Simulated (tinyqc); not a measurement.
Worked calculation: CIS on RHF in the sto-6g basis, for H6, spin multiplicity 1. Computed by tinyqc, a small Python program that keeps every step (integrals from PySCF). Settings: charge = 0, multiplicity = 1, basis = sto-6g, method = RHF, energy threshold = 1e-10, iteration cap = 55, orthogonalisation = canonical, start = atomic densities, DIIS depth = 6. Command: `OMP_NUM_THREADS=1 python tinyqc.py 25588 25589 out.jsonl` (the two numbers bound the seeds that draw the settings). One thread of a shared host (Intel(R) Xeon(R) Processor @ 2.60GHz), about 0.1 s of CPU time with the checks. The early iterations of the SCF are left out here.

## One-electron integrals

Geometry (angstrom):
```
atom,x,y,z
H,0.00000,0.00000,0.00000
H,0.00000,0.00000,0.91000
H,0.00000,0.00000,2.02500
H,0.00000,0.00000,2.93500
H,0.00000,0.00000,4.05000
H,0.00000,0.00000,4.96000
```

Basis sto-6g: exponents (1/bohr^2) and contraction coefficients of normalised primitives:
```
element,l (shell),exponent,coefficient
H,s (1),35.52322,0.00916
H,s (1),6.51314,0.04936
H,s (1),1.82214,0.16854
H,s (1),0.62596,0.37056
H,s (1),0.24308,0.41649
H,s (1),0.10011,0.13033
```

Overlap, kinetic and nuclear-attraction integrals over the contracted functions; the nuclear repulsion is the sum of Za Zb / Rab.

nuclear repulsion = 4.6361619 hartree

overlap S, lower triangle:
```
,1H 1s,2H 1s,3H 1s,4H 1s,5H 1s,6H 1s
1H 1s,1.00000
2H 1s,0.55106,1.00000
3H 1s,0.11519,0.43180,1.00000
4H 1s,0.02438,0.11519,0.55106,1.00000
5H 1s,0.00294,0.01682,0.11519,0.43180,1.00000
6H 1s,0.00043,0.00294,0.02438,0.11519,0.55106,1.00000
```

kinetic energy T (hartree), lower triangle:
```
,1H 1s,2H 1s,3H 1s,4H 1s,5H 1s,6H 1s
1H 1s,0.76852
2H 1s,0.14740,0.76852
3H 1s,-0.01179,0.07539,0.76852
4H 1s,-0.00619,-0.01179,0.14740,0.76852
5H 1s,-0.00117,-0.00470,-0.01179,0.07539,0.76852
6H 1s,-0.00023,-0.00117,-0.00619,-0.01179,0.14740,0.76852
```

nuclear attraction V (hartree), lower triangle:
```
,1H 1s,2H 1s,3H 1s,4H 1s,5H 1s,6H 1s
1H 1s,-2.47433
2H 1s,-1.37353,-2.82125
3H 1s,-0.27511,-1.12970,-2.96357
4H 1s,-0.05681,-0.28949,-1.53362,-2.96357
5H 1s,-0.00658,-0.03967,-0.28949,-1.12970,-2.82125
6H 1s,-0.00093,-0.00658,-0.05681,-0.27511,-1.37353,-2.47433
```

core Hamiltonian H = T + V (hartree), lower triangle:
```
,1H 1s,2H 1s,3H 1s,4H 1s,5H 1s,6H 1s
1H 1s,-1.70581
2H 1s,-1.22613,-2.05273
3H 1s,-0.28691,-1.05431,-2.19505
4H 1s,-0.06300,-0.30128,-1.38622,-2.19505
5H 1s,-0.00774,-0.04437,-0.30128,-1.05431,-2.05273
6H 1s,-0.00116,-0.00774,-0.06300,-0.28691,-1.22613,-1.70581
```

## Two-electron integrals

Functions are numbered as in S; the eight-fold symmetry (ij|kl) = (ji|kl) = (kl|ij) leaves the list below.

Two-electron integrals (ij|kl) in chemists' order, unique and non-zero (hartree):
```
i,j,k,l,(ij|kl)
1,1,1,1,0.77500
2,1,1,1,0.35284
2,1,2,1,0.19879
2,2,1,1,0.50829
2,2,2,1,0.35284
2,2,2,2,0.77500
3,1,1,1,0.05321
3,1,2,1,0.03323
3,1,2,2,0.06737
3,1,3,1,0.00670
3,2,1,1,0.15412
3,2,2,1,0.11038
3,2,2,2,0.25971
3,2,3,1,0.02622
3,2,3,2,0.11597
3,3,1,1,0.26049
3,3,2,1,0.18443
3,3,2,2,0.44222
3,3,3,1,0.05321
3,3,3,2,0.25971
3,3,3,3,0.77500
4,1,1,1,0.00902
4,1,2,1,0.00574
4,1,2,2,0.01191
4,1,3,1,0.00125
4,1,3,2,0.00515
4,1,3,3,0.01191
4,1,4,1,0.00025
4,2,1,1,0.03293
4,2,2,1,0.02301
4,2,2,2,0.05321
4,2,3,1,0.00580
4,2,3,2,0.02622
4,2,3,3,0.06737
4,2,4,1,0.00125
4,2,4,2,0.00670
4,3,1,1,0.11827
4,3,2,1,0.08040
4,3,2,2,0.18443
4,3,3,1,0.02301
4,3,3,2,0.11038
4,3,3,3,0.35284
4,3,4,1,0.00574
4,3,4,2,0.03323
4,3,4,3,0.19879
4,4,1,1,0.18028
4,4,2,1,0.11827
4,4,2,2,0.26049
4,4,3,1,0.03293
4,4,3,2,0.15412
4,4,3,3,0.50829
4,4,4,1,0.00902
4,4,4,2,0.05321
4,4,4,3,0.35284
4,4,4,4,0.77500
5,1,1,1,0.00086
5,1,2,1,0.00056
5,1,2,2,0.00117
5,1,3,1,0.00013
5,1,3,2,0.00054
5,1,3,3,0.00132
5,1,4,1,2.74e-05
5,1,4,2,0.00014
5,1,4,3,0.00070
5,1,4,4,0.00122
5,1,5,1,3.19e-06
5,2,1,1,0.00388
5,2,2,1,0.00264
5,2,2,2,0.00596
5,2,3,1,0.00067
5,2,3,2,0.00303
5,2,3,3,0.00814
5,2,4,1,0.00015
5,2,4,2,0.00084
5,2,4,3,0.00447
5,2,4,4,0.00814
5,2,5,1,1.88e-05
5,2,5,2,0.00012
5,3,1,1,0.02053
5,3,2,1,0.01349
5,3,2,2,0.02974
5,3,3,1,0.00369
5,3,3,2,0.01709
5,3,3,3,0.05321
5,3,4,1,0.00095
5,3,4,2,0.00543
5,3,4,3,0.03323
5,3,4,4,0.06737
5,3,5,1,0.00013
5,3,5,2,0.00084
5,3,5,3,0.00670
5,4,1,1,0.06576
5,4,2,1,0.04192
5,4,2,2,0.08925
5,4,3,1,0.01106
5,4,3,2,0.04976
5,4,3,3,0.15412
5,4,4,1,0.00298
5,4,4,2,0.01709
5,4,4,3,0.11038
5,4,4,4,0.25971
5,4,5,1,0.00045
5,4,5,2,0.00303
5,4,5,3,0.02622
5,4,5,4,0.11597
5,5,1,1,0.13066
5,5,2,1,0.08137
5,5,2,2,0.16852
5,5,3,1,0.02053
5,5,3,2,0.08925
5,5,3,3,0.26049
5,5,4,1,0.00533
5,5,4,2,0.02974
5,5,4,3,0.18443
5,5,4,4,0.44222
5,5,5,1,0.00086
5,5,5,2,0.00596
5,5,5,3,0.05321
5,5,5,4,0.25971
5,5,5,5,0.77500
6,1,1,1,0.00010
6,1,2,1,0.00007
6,1,2,2,0.00014
6,1,3,1,1.63e-05
6,1,3,2,0.00007
6,1,3,3,0.00018
6,1,4,1,3.64e-06
6,1,4,2,1.92e-05
6,1,4,3,0.00010
6,1,4,4,0.00018
6,1,5,1,4.44e-07
6,1,5,2,2.70e-06
6,1,5,3,1.92e-05
6,1,5,4,0.00007
6,1,5,5,0.00014
6,1,6,1,6.39e-08
6,2,1,1,0.00058
6,2,2,1,0.00039
6,2,2,2,0.00086
6,2,3,1,0.00010
6,2,3,2,0.00045
6,2,3,3,0.00122
6,2,4,1,2.33e-05
6,2,4,2,0.00013
6,2,4,3,0.00070
6,2,4,4,0.00132
6,2,5,1,2.98e-06
6,2,5,2,1.88e-05
6,2,5,3,0.00014
6,2,5,4,0.00054
6,2,5,5,0.00117
6,2,6,1,4.44e-07
6,2,6,2,3.19e-06
6,3,1,1,0.00383
6,3,2,1,0.00247
6,3,2,2,0.00533
6,3,3,1,0.00066
6,3,3,2,0.00298
6,3,3,3,0.00902
6,3,4,1,0.00017
6,3,4,2,0.00095
6,3,4,3,0.00574
6,3,4,4,0.01191
6,3,5,1,2.33e-05
6,3,5,2,0.00015
6,3,5,3,0.00125
6,3,5,4,0.00515
6,3,5,5,0.01191
6,3,6,1,3.64e-06
6,3,6,2,2.74e-05
6,3,6,3,0.00025
6,4,1,1,0.01565
6,4,2,1,0.00982
6,4,2,2,0.02053
6,4,3,1,0.00251
6,4,3,2,0.01106
6,4,3,3,0.03293
6,4,4,1,0.00066
6,4,4,2,0.00369
6,4,4,3,0.02301
6,4,4,4,0.05321
6,4,5,1,0.00010
6,4,5,2,0.00067
6,4,5,3,0.00580
6,4,5,4,0.02622
6,4,5,5,0.06737
6,4,6,1,1.63e-05
6,4,6,2,0.00013
6,4,6,3,0.00125
6,4,6,4,0.00670
6,5,1,1,0.06486
6,5,2,1,0.03988
6,5,2,2,0.08137
6,5,3,1,0.00982
6,5,3,2,0.04192
6,5,3,3,0.11827
6,5,4,1,0.00247
6,5,4,2,0.01349
6,5,4,3,0.08040
6,5,4,4,0.18443
6,5,5,1,0.00039
6,5,5,2,0.00264
6,5,5,3,0.02301
6,5,5,4,0.11038
6,5,5,5,0.35284
6,5,6,1,0.00007
6,5,6,2,0.00056
6,5,6,3,0.00574
6,5,6,4,0.03323
6,5,6,5,0.19879
6,6,1,1,0.10669
6,6,2,1,0.06486
6,6,2,2,0.13066
6,6,3,1,0.01565
6,6,3,2,0.06576
6,6,3,3,0.18028
6,6,4,1,0.00383
6,6,4,2,0.02053
6,6,4,3,0.11827
6,6,4,4,0.26049
6,6,5,1,0.00058
6,6,5,2,0.00388
6,6,5,3,0.03293
6,6,5,4,0.15412
6,6,5,5,0.50829
6,6,6,1,0.00010
6,6,6,2,0.00086
6,6,6,3,0.00902
6,6,6,4,0.05321
6,6,6,5,0.35284
6,6,6,6,0.77500
```

## Orthogonalisation

S = U s U^T; canonical form X = U s^(-1/2), so that X^T S X = 1. Each column of U has its largest component positive (the first on a tie).

eigenvalues of S: 0.24977  0.37194  0.57020  1.12648  1.61172  2.06989

X:
```
,1,2,3,4,5,6
1H 1s,0.45854,-0.69565,0.62845,0.46432,0.37137,0.19306
2H 1s,-0.80450,0.87014,-0.39807,0.21335,0.39226,0.28414
3H 1s,1.06976,-0.32131,-0.56874,-0.42749,0.13581,0.35150
4H 1s,-1.06976,-0.32131,0.56874,-0.42749,-0.13581,0.35150
5H 1s,0.80450,0.87014,0.39807,0.21335,-0.39226,0.28414
6H 1s,-0.45854,-0.69565,-0.62845,0.46432,-0.37137,0.19306
```

## Starting guess

The start is atomic minimal-basis densities projected into this basis (PySCF's MINAO start) and scaled to the electron count of each spin; this density is not idempotent, so its energy is not variational and may lie below the converged one.

D at the start, lower triangle:
```
,1H 1s,2H 1s,3H 1s,4H 1s,5H 1s,6H 1s
1H 1s,0.95176
2H 1s,0.09608,0.89254
3H 1s,0.02437,0.09958,0.89898
4H 1s,0.00473,0.01860,0.09897,0.89898
5H 1s,0.00221,0.00885,0.01860,0.09958,0.89254
6H 1s,0.00036,0.00221,0.00473,0.02437,0.09608,0.95176
```

## Iteration 8 (converged): orbitals

converged F (hartree), lower triangle:
```
,1H 1s,2H 1s,3H 1s,4H 1s,5H 1s,6H 1s
1H 1s,-0.28746
2H 1s,-0.52098,-0.36171
3H 1s,-0.14832,-0.35443,-0.36765
4H 1s,-0.01527,-0.14790,-0.52840,-0.36765
5H 1s,-0.00064,-0.02196,-0.14790,-0.35443,-0.36171
6H 1s,-0.00590,-0.00064,-0.01527,-0.14832,-0.52098,-0.28746
```

Diagonalise F' = X^T F X, C = X C', fill 3 alpha and 3 beta electrons from the bottom; D = 2 C_occ C_occ^T. Each column has its largest component positive (the first on a tie).

F' = X^T F X (hartree), lower triangle:
```
,1,2,3,4,5,6
1,1.02743
2,0.00000,0.62852
3,0.01802,0.00000,0.29781
4,0.00000,-0.07166,0.00000,-0.38247
5,0.03851,0.00000,-0.00488,0.00000,-0.55034
6,0.00000,0.00718,0.00000,0.00987,0.00000,-0.66478
```

orbital energies (hartree): MO1 -0.66519, MO2 -0.55131, MO3 -0.38714, MO4 0.29741, MO5 0.63361, MO6 1.02880

coefficients C:
```
,MO1,MO2,MO3,MO4,MO5,MO6
1H 1s,0.18112,0.36398,-0.42130,0.61456,-0.72560,0.48267
2H 1s,0.26949,0.40931,-0.28422,-0.38108,0.85440,-0.80423
3H 1s,0.36942,0.10604,0.43557,-0.59550,-0.28871,1.05851
4H 1s,0.36942,-0.10604,0.43557,0.59550,-0.28871,-1.05851
5H 1s,0.26949,-0.40931,-0.28422,0.38108,0.85440,0.80423
6H 1s,0.18112,-0.36398,-0.42130,-0.61456,-0.72560,-0.48267
```

D after iteration 8, lower triangle:
```
,1H 1s,2H 1s,3H 1s,4H 1s,5H 1s,6H 1s
1H 1s,0.68555
2H 1s,0.63507,0.64189
3H 1s,-0.15601,0.03832,0.67487
4H 1s,-0.31039,-0.13530,0.62989,0.67487
5H 1s,0.03914,-0.02826,-0.13530,0.03832,0.64189
6H 1s,0.15564,0.03914,-0.31039,-0.15601,0.63507,0.68555
```

## Convergence

Stop when the energy changes by less than 1e-10 hartree and every element of the error matrix X^T (F D S - S D F) X is below 3e-06.

Course of the cycle:
```
iteration,E (hartree),change,largest element of the error matrix
1,-2.4722444,-,3.80e-02
2,-3.2300791,-7.58e-01,8.40e-02
3,-3.2320061,-1.93e-03,6.87e-02
4,-3.2364170,-4.41e-03,1.33e-02
5,-3.2365914,-1.74e-04,9.40e-04
6,-3.2365922,-8.66e-07,7.79e-05
7,-3.2365922,-6.52e-09,1.46e-06
8,-3.2365922,-1.75e-12,8.99e-09
```

PySCF RHF in the same basis = -3.2365922 hartree

Converged in 8 iterations.

## Populations, bond orders and dipole

Mulliken: Z minus the diagonal of D S on the atom; Loewdin: the same with S^(1/2) D S^(1/2); Mayer order: 2 sum_s sum (D(s) S)_ij (D(s) S)_ji over the two atoms.

Charges (e):
```
atom,Mulliken,Loewdin
1H,-0.01016,-0.02263
2H,0.00755,0.01980
3H,0.00260,0.00283
4H,0.00260,0.00283
5H,0.00755,0.01980
6H,-0.01016,-0.02263
```

Mayer bond orders:
```
pair,order
2-1,0.90158
3-1,-0.00146
3-2,0.09763
4-1,0.08038
4-2,-0.00141
4-3,0.82486
5-1,-0.00016
5-2,0.00231
5-3,-0.00141
5-4,0.09763
6-1,0.01955
6-2,-0.00016
6-3,0.08038
6-4,-0.00146
6-5,0.90158
```

dipole moment about the origin, x y z (debye): 0.00000  0.00000  0.00000

## Integrals over molecular orbitals

(pq|rs) = sum C_ip C_jq C_kr C_ls (ij|kl), one index at a time.

one-electron integrals over orbitals h = C^T H C (hartree), lower triangle:
```
,1,2,3,4,5,6
1,-2.26841
2,0.00000,-2.03417
3,-0.14340,0.00000,-1.96653
4,0.00000,0.18694,0.00000,-1.65902
5,-0.07308,0.00000,0.15958,0.00000,-1.35206
6,0.00000,0.05407,0.00000,0.15356,0.00000,-1.20631
```

Two-electron integrals over orbitals (pq|rs), unique and non-zero (hartree):
```
p,q,r,s,(pq|rs)
1,1,1,1,0.42094
2,1,2,1,0.12904
2,2,1,1,0.33518
2,2,2,2,0.38376
3,1,1,1,0.08114
3,1,2,2,-0.04409
3,1,3,1,0.11763
3,2,2,1,-0.11537
3,2,3,2,0.13688
3,3,1,1,0.37929
3,3,2,2,0.34733
3,3,3,1,0.03506
3,3,3,3,0.38066
4,1,2,1,-0.04321
4,1,3,2,-0.00845
4,1,4,1,0.08151
4,2,1,1,-0.06706
4,2,2,2,-0.00244
4,2,3,1,-0.05533
4,2,3,3,-0.01129
4,2,4,2,0.07823
4,3,2,1,-0.07127
4,3,3,2,0.07101
4,3,4,1,0.01367
4,3,4,3,0.08753
4,4,1,1,0.38134
4,4,2,2,0.34887
4,4,3,1,0.03314
4,4,3,3,0.37164
4,4,4,2,-0.02188
4,4,4,4,0.38634
5,1,1,1,0.00756
5,1,2,2,0.03168
5,1,3,1,-0.02760
5,1,3,3,-0.01287
5,1,4,2,-0.03493
5,1,4,4,-0.00260
5,1,5,1,0.05080
5,2,2,1,0.03132
5,2,3,2,0.00259
5,2,4,1,-0.05519
5,2,4,3,0.03720
5,2,5,2,0.08758
5,3,1,1,-0.07336
5,3,2,2,-0.00670
5,3,3,1,-0.05923
5,3,3,3,-0.02448
5,3,4,2,0.07351
5,3,4,4,-0.02044
5,3,5,1,-0.02841
5,3,5,3,0.07915
5,4,2,1,-0.11724
5,4,3,2,0.13048
5,4,4,1,0.00171
5,4,4,3,0.07240
5,4,5,2,-0.00089
5,4,5,4,0.14023
5,5,1,1,0.35194
5,5,2,2,0.38902
5,5,3,1,-0.03285
5,5,3,3,0.36063
5,5,4,2,-0.00843
5,5,4,4,0.36912
5,5,5,1,0.03112
5,5,5,3,-0.01123
5,5,5,5,0.41407
6,1,2,1,0.00163
6,1,3,2,0.01884
6,1,4,1,-0.02967
6,1,4,3,-0.04664
6,1,5,2,-0.03163
6,1,5,4,0.01585
6,1,6,1,0.06751
6,2,1,1,-0.01159
6,2,2,2,-0.03510
6,2,3,1,0.02551
6,2,3,3,0.00310
6,2,4,2,0.03087
6,2,4,4,0.00483
6,2,5,1,-0.04625
6,2,5,3,0.03272
6,2,5,5,-0.03440
6,2,6,2,0.04866
6,3,2,1,0.04558
6,3,3,2,0.00036
6,3,4,1,-0.07695
6,3,4,3,-0.01596
6,3,5,2,0.05501
6,3,5,4,0.00039
6,3,6,1,0.02887
6,3,6,3,0.08236
6,4,1,1,-0.08355
6,4,2,2,0.03655
6,4,3,1,-0.11280
6,4,3,3,-0.03715
6,4,4,2,0.05737
6,4,4,4,-0.03774
6,4,5,1,0.02453
6,4,5,3,0.06025
6,4,5,5,0.03609
6,4,6,2,-0.02481
6,4,6,4,0.12219
6,5,2,1,-0.13183
6,5,3,2,0.12006
6,5,4,1,0.04403
6,5,4,3,0.07561
6,5,5,2,-0.03249
6,5,5,4,0.12639
6,5,6,1,-0.00240
6,5,6,3,-0.05022
6,5,6,5,0.14874
6,6,1,1,0.44956
6,6,2,2,0.35880
6,6,3,1,0.08771
6,6,3,3,0.40846
6,6,4,2,-0.07405
6,6,4,4,0.41620
6,6,5,1,0.00871
6,6,5,3,-0.08276
6,6,5,5,0.38664
6,6,6,2,-0.01377
6,6,6,4,-0.09676
6,6,6,6,0.50751
```

## CIS matrix, singlets

A(ia,jb) = (e_a - e_i) d_ij d_ab + 2 (ia|jb) - (ij|ab).

CIS matrix A, singlet (hartree), lower triangle:
```
,1>4,1>5,1>6,2>4,2>5,2>6,3>4,3>5,3>6
1>4,0.74428
1>5,0.00000,1.04846
1>6,0.02422,0.00000,1.37946
2>4,0.00000,0.04738,0.00000,0.65631
2>5,0.00686,0.00000,0.06857,0.00000,0.97106
2>6,0.00000,0.03934,0.00000,0.02520,0.00000,1.31864
3>4,-0.00580,0.00000,0.01951,0.00000,-0.05609,0.00000,0.48797
3>5,0.00000,-0.02397,0.00000,0.01655,0.00000,-0.05463,0.00000,0.81841
3>6,-0.04110,0.00000,-0.02996,0.00000,-0.01004,0.00000,0.00524,0.00000,1.17220
```

## CIS singlet states

dipole integrals <i|r|a> (bohr):
```
,x,y,z
1>4,0.00000,0.00000,-0.07855
1>5,0.00000,0.00000,0.00000
1>6,0.00000,0.00000,-0.21568
2>4,0.00000,0.00000,0.00000
2>5,0.00000,0.00000,0.60605
2>6,0.00000,0.00000,0.00000
3>4,0.00000,0.00000,2.03451
3>5,0.00000,0.00000,0.00000
3>6,0.00000,0.00000,0.08612
```

Diagonalise A (1 hartree = 27.211386 eV); each vector has its largest component positive (the first on a tie). The transition dipole is mu = sqrt2 sum c_ia <i|r|a>.

singlet excitation energies (eV): 13.07689  17.61710  20.12817  22.15028  26.30956  28.52702  31.87241  36.24658  38.00221

lowest vectors:
```
,state 1,state 2,state 3,state 4,state 5,state 6
1>4,0.02072,0.00000,0.99488,0.00000,0.01081,0.00000
1>5,0.00000,-0.11979,0.00000,0.05722,0.00000,0.97929
1>6,-0.03125,0.00000,-0.03052,0.00000,-0.15554,0.00000
2>4,0.00000,0.98410,0.00000,0.13572,0.00000,0.10549
2>5,0.11743,0.00000,-0.02099,0.00000,0.97987,0.00000
2>6,0.00000,-0.04008,0.00000,0.09534,0.00000,-0.16360
3>4,0.99236,0.00000,-0.01870,0.00000,-0.12090,0.00000
3>5,0.00000,-0.12483,0.00000,0.98449,0.00000,-0.05561
3>6,-0.00594,0.00000,0.09216,0.00000,0.03048,0.00000
```

oscillator strengths 2/3 w |mu|^2: 2.81156  0.00000  0.01291  0.00000  0.18931  0.00000

## CIS matrix, triplets

A(ia,jb) = (e_a - e_i) d_ij d_ab - (ij|ab).

CIS matrix A, triplet (hartree), lower triangle:
```
,1>4,1>5,1>6,2>4,2>5,2>6,3>4,3>5,3>6
1>4,0.58126
1>5,0.00000,0.94686
1>6,0.08355,0.00000,1.24444
2>4,0.00000,0.11724,0.00000,0.49984
2>5,0.11724,0.00000,0.13183,0.00000,0.79590
2>6,0.00000,0.13183,0.00000,-0.03655,0.00000,1.22131
3>4,-0.03314,0.00000,0.11280,0.00000,-0.13048,0.00000,0.31291
3>5,0.00000,0.03285,0.00000,-0.13048,0.00000,-0.12006,0.00000,0.66011
3>6,0.11280,0.00000,-0.08771,0.00000,-0.12006,0.00000,0.03715,0.00000,1.00748
```

## CIS triplet states

Diagonalise A (1 hartree = 27.211386 eV); each vector has its largest component positive (the first on a tie).

triplet excitation energies (eV): 7.01769  10.46259  13.13369  19.54385  22.64662  25.41858  28.17210  35.13811  36.29680

lowest vectors:
```
,state 1,state 2,state 3,state 4,state 5,state 6
1>4,0.05861,0.00000,0.86798,0.00000,0.43167,0.00000
1>5,0.00000,-0.23495,0.00000,0.04941,0.00000,0.90568
1>6,-0.15027,0.00000,-0.06428,0.00000,-0.22676,0.00000
2>4,0.00000,0.83102,0.00000,-0.50555,0.00000,0.22914
2>5,0.24799,0.00000,-0.39679,0.00000,0.80404,0.00000
2>6,0.00000,0.14269,0.00000,0.15263,0.00000,-0.32692
3>4,0.95463,0.00000,0.02934,0.00000,-0.26340,0.00000
3>5,0.00000,0.48358,0.00000,0.84775,0.00000,0.14272
3>6,-0.03400,0.00000,-0.29014,0.00000,0.21537,0.00000
```
